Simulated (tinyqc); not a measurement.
Thermal resistances of a two-die stack.

Inverse problem. Heat leaves through the lower die only, and the system is linear. Find the resistance R1 from the lower die to the coolant, R2 between the dies, and the rise of the upper die when both are powered.

Parameters, values chosen for the exercise:
- P1 = 18 W (power of the lower die)
- P2 = 12 W (power of the upper die)

rises of the lower and upper die with only the lower one powered (K): 13.14  13.14
rises of the lower and upper die with only the upper one powered (K): 8.76  10.32

Answer. With only the lower die powered no heat crosses R2, so both dies rise by P1 R1; the difference in the second test is P2 R2; rises add.

R1 = 0.7300 K/W
R2 = 0.1300 K/W
rise of the upper die = 23.46 K

Numbers from tinyqc (`OMP_NUM_THREADS=1 python tinyqc.py 2162045 2162046 out.jsonl`; about 0.02 s on one thread of a shared Intel Xeon 2.30GHz).
